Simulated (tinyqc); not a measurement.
Off-state leakage of single and stacked transistors: one step of the calculation.

n-channel devices of unit width. Subthreshold current I(Vg, Vs, Vd) = I0 (T/300 K)^0.5 exp[(Vg - Vs - VT(T) - gb (Vs - Vb) + dd (Vd - Vs))/(nf Vt)] (1 - exp(-(Vd - Vs)/Vt)), VT(T) = VT - cT (T - 300 K). Gate-edge tunnelling Ig (Vd/1 V) exp(ag (Vd - 1 V)), for a gate at 0 V, and band-to-band leakage Ab u exp(-Bb/u), u = Vd - Vb + 1 V, flow at a drain held at V; both are taken as independent of T. In a stack of off transistors (all gates at 0 V) the same subthreshold current passes through each.

Task. New Vx. Stack of two, Vx the node between them: I_low = I(0, 0, Vx), I_up = I(0, Vx, V), f = ln(I_up/I_low), f' = -(1 + gb + 2 dd)/(nf Vt) - 1/(Vt (exp(Vx/Vt) - 1)) - 1/(Vt (exp((V - Vx)/Vt) - 1)), Vx(new) = Vx - f/f'.

Values chosen for this exercise; values of the order met in bulk silicon logic transistors: temperature T = 358 K; supply voltage V = 1.1 V; threshold at 300 K, zero drain and body bias VT = 0.45 V; fall of the threshold with temperature cT = 0.9 mV/K; current at threshold at 300 K I0 = 0.3 uA/um; slope factor nf = 1.55; drain-induced lowering per volt dd = 0.11; rise of the threshold per volt of source-body bias gb = 0.25; body voltage Vb = -0.3 V.

Constants: q = 1.602176634e-19 C, kB = 1.380649e-23 J/K, Vt = kB T/q. Results are converted to the units shown.

Vx at the start = 0.082 V

Wanted: I_low; I_up; f; f'; Vx after iteration 1.

Result.

I_low = 0.018696 nA/um
I_up = 0.020299 nA/um
f = 0.082284
f' = -33.185 1/V
Vx after iteration 1 = 0.084480 V

Program tinyqc, `OMP_NUM_THREADS=1 python tinyqc.py 2242059 2242060 out.jsonl`; Intel Xeon 2.30GHz, shared host, one thread, about 0.03 s.
